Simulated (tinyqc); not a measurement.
On-chip power grid, static voltage drop by conjugate gradients: one step of the calculation.

A grid of 4 rows and 3 columns, node k = 3 row + column. Neighbours in a row are joined by Rx, in a column by Ry; pad nodes, which reach the supply through Rp: 0. Each node draws I0, node 11 draws kh I0. The drops u = Vdd - V solve G u = i, with G the conductance matrix (1/Rp added on the diagonal at pad nodes).

Task. Diagonal of G, loads and first direction. G_kk = sum of the conductances at node k. Start u = 0, so the residual is r = i; p = r.

Inputs (values chosen for the exercise): resistance of a horizontal segment Rx = 1.8 ohm; resistance of a vertical segment Ry = 1.1 ohm; resistance from a pad node to the supply Rp = 0.52 ohm; load current of an ordinary node I0 = 1.4 mA; factor on the load at the hot node kh = 5.

Find: G_kk; r at the start; p at the start.

Result.

G_kk (S):
```
        col 0   col 1   col 2
row 0  3.3877  2.0202  1.4646
row 1  2.3737  2.9293  2.3737
row 2  2.3737  2.9293  2.3737
row 3  1.4646  2.0202  1.4646
```

r at the start (mA):
```
        col 0   col 1   col 2
row 0  1.4000  1.4000  1.4000
row 1  1.4000  1.4000  1.4000
row 2  1.4000  1.4000  1.4000
row 3  1.4000  1.4000  7.0000
```

p at the start (mA):
```
        col 0   col 1   col 2
row 0  1.4000  1.4000  1.4000
row 1  1.4000  1.4000  1.4000
row 2  1.4000  1.4000  1.4000
row 3  1.4000  1.4000  7.0000
```

Program tinyqc, `OMP_NUM_THREADS=1 python tinyqc.py 2770197 2770198 out.jsonl`; Intel Xeon 2.30GHz, shared host, one thread, about 0.1 s.
